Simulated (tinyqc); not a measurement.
Interface roughness in a thin film (subband fluctuation and scattering), step by step. Values are carried at full precision from step to step, so a last printed digit may differ when a step is redone from the rounded ones.

Square well of width t, barriers V0, c = hbar^2/2m0: E1 solves k t + 2 atan[(k/mz)/(kappa/mb)] = pi, k = sqrt(mz E/c), kappa = sqrt(mb (V0 - E)/c). One interface is rough, so the subband edge fluctuates by G dt with G = |dE1/dt| (central difference of 0.01 angstrom; 2 E1/t for hard walls).

Constants: hbar^2/2m0 = 3.80998211 eV angstrom^2; e^2/(4 pi eps0) = 14.39964547 eV angstrom; hbar = 6.58211957e-16 eV s.

Inputs chosen for the exercise (near those of a thin GaN channel; not measured data):
- t = 50 angstrom (film thickness)
- mz = 0.194 m0 (confinement mass)
- V0 = 1.8 eV (barrier)
- mb = 0.3 m0 (barrier mass)
- D = 2.2 angstrom (rms height of the roughness)
- md = 0.195 m0 (mass in the plane)
- gv = 1 (valleys)
- Lc = 24 angstrom (correlation length)
- Ns = 4.7 x 1e12/cm^2 (sheet density)
- eps = 9.5 (mean dielectric constant at the channel)
- Lg = 200 angstrom (gate length)
- Wg = 150 angstrom (gate width)

## Sensitivity of the level to thickness

Give E1, G, the hard-wall values and the rms fluctuation G D.

E1 = 57.20 meV
G = |dE1/dt| = 1.9654 meV/angstrom

hard walls: E1 (meV) and G (meV/angstrom): 77.532  3.101

G D = 4.32 meV

Hard walls overstate G by a factor 1.58, and the scattering rate, which goes as G^2, by 2.49.

## The angular integrand

Gaussian roughness spectrum S(q) = pi D^2 Lc^2 exp(-q^2 Lc^2/4). Degenerate gas, taken to fill one subband (the second starts to fill once c kF^2/md exceeds E2 - E1, which is not tested here): kF = sqrt(2 pi Ns/gv), q = 2 kF sin(theta/2), 1/tau = (md/(2 pi c hbar)) G^2 times the integral from 0 to pi of S(q)(1 - cos theta)/eps(q)^2 dtheta, eps(q) = 1 + qs/q with screening (qs = gv md q0/(c eps), q0 = e^2/(4 pi eps0), form factors left out, which overstates the screening; other scattering is left out too, so these values lie far above measured mobilities in all but the thinnest films) or 1 without; mobility = tau c2/md with c2 = e/m0 = 1.75882e15 cm^2/(V s^2); 1e12/cm^2 = 1e-4/angstrom^2.

kF, qs, and exp(-q^2 Lc^2/4)(1 - cos theta) without and with the factor 1/eps^2 at theta = 30, 60, ..., 180 degrees.

kF = 0.05434 1/angstrom
qs = 0.0776 1/angstrom

Integrand:

| theta | q (1/angstrom) | bare | eps(q) | screened |
|---|---|---|---|---|
| 30 | 0.0281 | 0.120 | 3.76 | 0.00847 |
| 60 | 0.0543 | 0.327 | 2.43 | 0.0555 |
| 90 | 0.0769 | 0.427 | 2.01 | 0.106 |
| 120 | 0.0941 | 0.419 | 1.82 | 0.126 |
| 150 | 0.1050 | 0.382 | 1.74 | 0.126 |
| 180 | 0.1087 | 0.365 | 1.71 | 0.124 |

kF Lc = 1.30: the spectrum cuts off large angles, and the bare integrand is largest at 90 degrees among these rows.

## Scattering time and mobility

Integrate over theta.

Results:

| case | integral | tau (fs) | mobility (cm^2/(V s)) |
|---|---|---|---|
| bare | 0.9721 | 2457 | 2.216e+04 |
| screened | 0.2534 | 9427 | 8.503e+04 |

Screening raises the mobility by a factor 3.8. With it kF l = 1.65e+03, so by this rate the carriers are far from localisation. Phonons, and the gate field that presses carriers to the wall, limit real channels far below this value.

## Threshold variation

Averaged over an area A = Lg Wg much larger than Lc^2, the thickness varies by D sqrt(pi Lc^2/A), so sigma(Vt) = G D Lc sqrt(pi/A)/e; the Pelgrom coefficient is sigma sqrt(A) (1 micrometre = 1e4 angstrom).

rms of the mean thickness = 0.540 angstrom
sigma(Vt) = 1.062 mV
coefficient = 0.0184 mV micrometre

The electrostatic effect of the thickness is left out.

## Checks

- G from the envelope at the wall, psi(t/2)^2 (E1 + c mz (kappa/mb)^2), against the difference quotient, meV/angstrom: both 1.965.
- Bare integral for Lc -> 0 against pi: both 3.1416.

Run: tinyqc, `OMP_NUM_THREADS=1 python tinyqc.py 1252131 1252132 out.jsonl`; Intel(R) Xeon(R) Processor @ 2.30GHz, one thread, shared host; about 0.01 s of CPU time with all checks.
